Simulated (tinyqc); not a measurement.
Strain and the order of the valence edges: six-band k.p model of the valence band of a wurtzite crystal.

At k = 0: E1 = D1c + D2c + Te + Le (pure HH); E2, E3 = Le + u +/- sqrt(u^2 + 2 D3c^2), u = (D1c - D2c + Te)/2, D1c = Dcr, D2c = D3c = Dso/3. The weight of LH in state 2 is fL = (E2 - Le)^2/((E2 - Le)^2 + 2 D3c^2). Relative strengths of transitions to the conduction band: for E perpendicular to c (TE) 1/2, fL/2, (1 - fL)/2; for E along c (TM) 0, 1 - fL, fL, with one momentum element for both directions.

Strain of a c-plane layer: exx = eyy = e_par, ezz = -2 (C13/C33) e_par; Le = D1 ezz + D2 (exx + eyy), Te = D3 ezz + D4 (exx + eyy).

Conduction edge: Ec = (top of the unstrained valence band) + Eg + (a1 + D1) ezz + (a2 + D2)(exx + eyy).
Constants: kB = 8.617333262e-05 eV/K.

Inputs chosen for the exercise (near those of GaN; the results hold for these values, not for the real material): Dcr = 0.0168 eV (crystal-field splitting); Dso = 0.0167 eV (spin-orbit splitting); Eg = 3.527 eV (direct gap at Gamma from the top of the unstrained valence band); a1 = -5.12 eV (gap potential along c); a2 = -10.77 eV (gap potential in the plane); D1 = -3.86 eV; D2 = 4.62 eV; D3 = 8.47 eV; D4 = -4.02 eV; C13 = 110 GPa; C33 = 383 GPa; T = 400 K (temperature).

Edges from the unstrained top. Degree of polarisation (TE - TM)/(TE + TM), each state weighted by exp(E/kT) alone (equal densities of states).

Results:
```
e_par (%)  E1 (meV)  E2 (meV)  E3 (meV)     fL  lowest transition (eV)  polarisation
-0.80          11.6       1.0    -114.6  0.995                  3.5725         0.935
-0.60           8.7      -1.8     -91.8  0.992                  3.5612         0.872
-0.40           5.8      -4.4     -69.2  0.985                  3.5498         0.751
-0.20           2.9      -6.6     -46.9  0.960                  3.5384         0.544
0.00            0.0      -7.1     -26.4  0.790                  3.5270         0.236
0.40           -5.8      24.9     -18.4  0.034                  3.4735        -0.462
0.60           -8.7      47.3     -20.7  0.014                  3.4368        -0.701
0.80          -11.6      70.0     -23.4  0.007                  3.3999        -0.845
```

Give the missing row, e_par (%) = 0.20.

Computed row:
```
e_par (%)  E1 (meV)  E2 (meV)  E3 (meV)     fL  lowest transition (eV)  polarisation
0.20           -2.9       4.0     -17.5  0.160                  3.5087        -0.128
```

E1 = E2 requires Dcr + Te = 0, which here falls at e_par = 0.13 %, inside the sweep: state 1 is on top for smaller e_par and state 2 beyond. The polarisation goes from +0.94 to -0.84 and changes sign between 0.00 and 0.20 %; the lowest transition moves by -108 meV per 1 % on average.

Program tinyqc; command `OMP_NUM_THREADS=1 python tinyqc.py 1081023 1081024 out.jsonl`; about 0.01 s on one thread of a shared Intel(R) Xeon(R) Processor @ 2.30GHz.
